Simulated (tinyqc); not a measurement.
Velocity overshoot from momentum and energy balance equations after a field step: one step, computed by the program tinyqc. Command: `OMP_NUM_THREADS=1 python tinyqc.py 3025761 3025762 out.jsonl overshoot walk`. One thread of a shared host (Intel(R) Xeon(R) Processor @ 2.30GHz), about 0.02 s of CPU time with the checks.

At t = 0 the field jumps from 0 to F in a uniform sample. v is the drift velocity and u = w - (3/2) k_B T the excess energy per carrier.

Problem. Constants and steady state. dv/dt = e F/m - v/tau_m(u), du/dt = e F v - u/tau_E, tau_m(u) = tau_0/(1 + c u), tau_0 = m mu_0/e, c = mu_0/(e tau_E v_s^2); this choice gives the steady state v (1 + mu_0 F v/v_s^2) = mu_0 F, which saturates at v_s. Steady velocity v = 2 mu_0 F/(1 + sqrt(1 + 4 (mu_0 F/v_s)^2)); u = e F v tau_E; carrier temperature T + 2u/(3 k_B), neglecting the drift energy m v^2/2.

Inputs (values chosen for the exercise, modelled on holes in silicon except for tau_E):
```
quantity,value,unit
effective mass m,0.41,m_0
low-field mobility mu_0,430,cm^2/(V s)
saturation velocity v_s,0.85,1e7 cm/s
energy relaxation time tau_E,0.2,ps
field after the step F,15,kV/cm
lattice temperature T,300,K
```

Scheme: implicit in the damping.

Constants: m_0 = 9.1093837015e-31 kg; e = 1.602176634e-19 C; k_B = 8.617333262e-05 eV/K.

Give: tau_0; c; acceleration e F/m; steady velocity; steady excess energy; steady carrier temperature.

Solution.

tau_0 = 100.24 fs

c = 29.758 1/eV

acceleration e F/m = 0.0064347 1e7 cm/s per fs

steady velocity = 0.45786 1e7 cm/s

steady excess energy = 0.013736 eV

steady carrier temperature = 406.26 K

tau_E/tau_0 = 2.00, and in the steady state tau_m has shrunk to 71.2 fs.
